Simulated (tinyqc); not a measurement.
Inside a calculation. Method: tight binding, dimerised chain. Computed by tinyqc, a small Python program that keeps every step. Settings: t1 = 1.1, t2 = 1.74, delta = 0.5, points = 8, cells = 3. Command: `OMP_NUM_THREADS=1 python tinyqc.py 29328 29329 out.jsonl` (the two numbers bound the seeds that draw the settings). One thread of a shared host (Intel(R) Xeon(R) Processor @ 2.60GHz), about 0.01 s of CPU time with the checks.

## Bloch Hamiltonian at k

Parameters chosen for this model:

| parameter | value | unit |
|---|---|---|
| t1 | 1.100000 | eV, inside the cell |
| t2 | 1.740000 | eV, between cells |
| delta | 0.500000 | eV, +/- on the two sites |

k point k (2 pi / a): 0.310000

H_AA = +delta, H_BB = -delta, H_AB = -t1 - t2 exp(-i k a).

H(k) at k (eV):
```
                     A                    B
A             0.500000  -0.459463+1.617811i
B  -0.459463-1.617811i            -0.500000
```

## Levels at k

Diagonalise the Hermitian matrix.

eigenvalues (eV): -1.754542  1.754542

weights |c|^2 of the basis functions:
```
     band 1    band 2
A  0.357513  0.642487
B  0.642487  0.357513
```

## Bloch Hamiltonian at X

k point X (2 pi / a): 0.500000

As before.

H(k) at X (eV):
```
          A          B
A  0.500000   0.640000
B  0.640000  -0.500000
```

## Levels at X

As before.

eigenvalues (eV): -0.812158  0.812158

weights |c|^2 of the basis functions:
```
     band 1    band 2
A  0.192178  0.807822
B  0.807822  0.192178
```

## Bands along a path

The same steps at evenly spaced points between the labelled ones.

Bands along the path (eV):

| k | band 1 | band 2 |
|---|---|---|
| G | -2.883678 | 2.883678 |
| G-X 0.33 | -2.530138 | 2.530138 |
| G-X 0.67 | -1.604244 | 1.604244 |
| X | -0.812158 | 0.812158 |

With 1 band(s) filled, the highest filled level on these points lies at X and the lowest empty one at X: a gap of 1.6243 eV, direct.

## Berry (Zak) phase of the lower band

On 8 points k_j = j/N: phase = -Im ln of the product of <u_j|u_(j+1)>, closed with u_N = u_0 (the cell-periodic part is taken without the site positions). Single arguments depend on the phases chosen for the u_j; only their sum modulo 2 pi does not.

Overlaps:

| j | \|<u_j\|u_j+1>\| | argument (rad) |
|---|---|---|
| 0 | 0.971590 | -0.198339 |
| 1 | 0.967448 | -0.204327 |
| 2 | 0.947368 | -0.228310 |
| 3 | 0.808596 | -0.306225 |
| 4 | 0.808596 | -0.306225 |
| 5 | 0.947368 | -0.228310 |
| 6 | 0.967448 | -0.204327 |
| 7 | 0.971590 | -0.198339 |

phase / pi, folded into (-1, 1] = 0.596640

## Open chain of 3 cells

H of the open chain (eV), lower triangle:
```
           1          2          3          4          5          6
1   0.500000
2  -1.100000  -0.500000
3   0.000000  -1.740000   0.500000
4   0.000000   0.000000  -1.100000  -0.500000
5   0.000000   0.000000   0.000000  -1.740000   0.500000
6   0.000000   0.000000   0.000000   0.000000  -1.100000  -0.500000
```

The same hoppings without the wrap-around bond.

levels (eV): -2.603241  -1.822065  -0.581734  0.581734  1.822065  2.603241

weights of the highest filled level on the sites: 0.049596  0.047963  0.017030  0.225395  0.003624  0.656392

The bulk gap runs from -0.8122 to 0.8122 eV; 2 level(s) of this chain lie inside it: end states, which need the weaker bond inside the cell and a chain longer than their decay length.
